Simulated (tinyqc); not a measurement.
Conductance against temperature: thermal boundary conductance by the acoustic and diffuse mismatch models. Computed by tinyqc, a small Python program. Command: `OMP_NUM_THREADS=1 python tinyqc.py 3029549 3029550 out.jsonl kapitza walk`. One thread of a shared host (Intel(R) Xeon(R) Processor @ 2.30GHz), about 0.01 s of CPU time with the checks.

Each side has one longitudinal and two transverse Debye branches, omega = v q up to q_D = (6 pi^2 n)^(1/3), with n counting all atoms. Scattering at the interface is elastic. Electrons are left out of G, also for metals. Melting is ignored. G refers to the temperatures of the phonons sent towards the interface. Linear branches over all atoms overstate G at high T, most for crystals with several atoms a cell.

Inputs (values chosen for the exercise, modelled on lead (side 1) and gold (side 2)):
```
quantity                    value    unit
density rho_1                11.4  g/cm^3
longitudinal velocity vL_1   2390     m/s
transverse velocity vT_1      946     m/s
atom density n_1             32.7  1/nm^3
density rho_2                19.3  g/cm^3
longitudinal velocity vL_2   3330     m/s
transverse velocity vT_2     1280     m/s
atom density n_2             58.6  1/nm^3
```

Structure: superlattice.

Constants: hbar = 1.054571817e-34 J s; k_B = 1.380649e-23 J/K.

Method:
- omega_c = v q_D for each branch, given as hbar omega_c/k_B; impedance Z = rho v.
- No mode conversion. t(theta) = 4 Z_1 Z_2 cos(theta_1) cos(theta_2)/N^2, with N = Z_2 cos(theta_1) + Z_1 cos(theta_2) for L (the form for pressure waves) and N = Z_1 cos(theta_1) + Z_2 cos(theta_2) for both T branches (the form for shear waves polarised along the interface); sin(theta_2) = (v_2/v_1) sin(theta_1), and t = 0 beyond the critical angle arcsin(v_1/v_2); the mean over the incoming flux is alpha = 2 int t sin(theta_1) cos(theta_1) d theta_1 (64 Gauss-Legendre points).
- G = (k_B^4 T^3/(8 pi^2 hbar^3)) int W(x) x^4 e^x/(e^x - 1)^2 dx, x = hbar omega/(k_B T). Acoustic mismatch: W = sum over the three branches of alpha(1 to 2)/v_1^2, each up to the lower of its two cut-offs. Diffuse mismatch: W = S_1 S_2/(S_1 + S_2), where S_i sums 1/v^2 over the branches of side i still below their cut-off. Radiation limit: W = min(S_1, S_2). The integral is split at the four cut-offs (64 Gauss-Legendre points a piece, x at most 45).

Branches:
```
branch     v (m/s)  cut-off (K)  Z (1e6 kg/(m^2 s))
L, side 1     2390      227.540             27.2460
T, side 1      946       90.064             10.7844
L, side 2     3330      385.082             64.2690
T, side 2     1280      148.020             24.7040
```

Transmission:
```
branch  t at normal incidence  largest angle from side 1 (deg)  alpha, 1 to 2  alpha, 2 to 1
L                    0.836334                          45.8664       0.368246       0.714877
T                    0.846156                          47.6516       0.495574       0.907290
```

G (MW/(m^2 K)):
```
T (K)  acoustic mismatch  diffuse mismatch  radiation limit
2               0.095565          0.069231          0.10689
5                 1.4931            1.0817           1.6700
10                11.375            8.2949           12.775
20                50.872            40.187           60.142
40                112.44            101.28           145.99
80                167.83            159.65           228.18
150               192.73            185.53           265.11
300               201.89            194.98           278.66
600               204.33            197.49           282.27
1000              204.86            198.04           283.05
```

What follows from these numbers?

All three follow T^3 at the cold end (exponent 3.00 for the diffuse model) and flatten at high T (exponent 0.01 at the hot end); the lowest cut-off is 90 K. The ratio of diffuse to acoustic goes from 0.72 to 0.97. The plateau is set by the frequencies that both sides share.

Extremes, crossings and ranges named in words are read from the listed rows.
